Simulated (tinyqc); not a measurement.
CMOS latch-up, two-transistor model: two steps of the calculation.

A parasitic pnp (emitter at Vdd, base shunted by Rw) and npn (emitter at ground, base shunted by Rs) feed each other: the npn collector current flows out of the pnp base node, the pnp collector current into the npn base node. Forward-active transistors with constant gains: Icn = Isn exp(Vn/Vt), Icp = Isp (exp(Vp/Vt) - 1). A current Ii is injected into the npn base node.

Values chosen for this exercise; values close to those of bulk CMOS:
- T = 325 K (temperature)
- bn = 12.7 (current gain of the npn)
- bp = 1.4 (current gain of the pnp)
- Isn = 2.9e-14 A (saturation current of the npn at T)
- Isp = 3.5e-13 A (saturation current of the pnp at T)
- Rs = 310 ohm (substrate resistance shunting the npn)
- Rw = 860 ohm (well resistance shunting the pnp)
- R2 = 470 ohm (resistance from the pnp collector to the npn base)
- Von = 0.69 V (base-emitter voltage in the on state)
- Vsat = 0.15 V (saturation voltage)
- Vdd = 0.9 V (supply voltage)
- Ii = 1.77 mA (current injected into the substrate)

Constants: q = 1.602176634e-19 C, kB = 1.380649e-23 J/K, Vt = kB T/q. Results are converted to the units shown.

Problem 1. Holding current and voltage. On state with both base-emitter voltages at Von: npn base current Ib = (Von/Rs + bp Von/Rw)/(bn bp - 1), holding current Ih = (bn + 1) Ib + Von/Rs, holding voltage Vh = Vsat + Von + R2 (Ib + Von/Rs).

Wanted: bn bp; Ib; Ih; Vh.

Solution 1.

bn bp = 17.78
Ib = 0.1996 mA
Ih = 4.960 mA
Vh = 1.980 V

Vh is above Vdd = 0.9 V, so the supply cannot sustain a latched state.

Problem 2. Response to the injected current, once round the loop per iteration. Icn = Isn exp(Vn/Vt); Vp solves Vp/Rw + Icp/bp = Icn; Vn(new) solves Vn/Rs + (Isn/bn) exp(Vn/Vt) = Icp + Ii.

Vn at the start = 0.51 V

Wanted: Icn; Vp; Icp; Vn after iteration 1.

Solution 2.

Icn = 0.002349 mA
Vp = 0.002021 V
Icp = 2.618e-11 mA
Vn after iteration 1 = 0.5485 V

Program tinyqc, `OMP_NUM_THREADS=1 python tinyqc.py 2670121 2670122 out.jsonl`; Intel Xeon 2.30GHz, shared host, one thread, about 0.06 s.
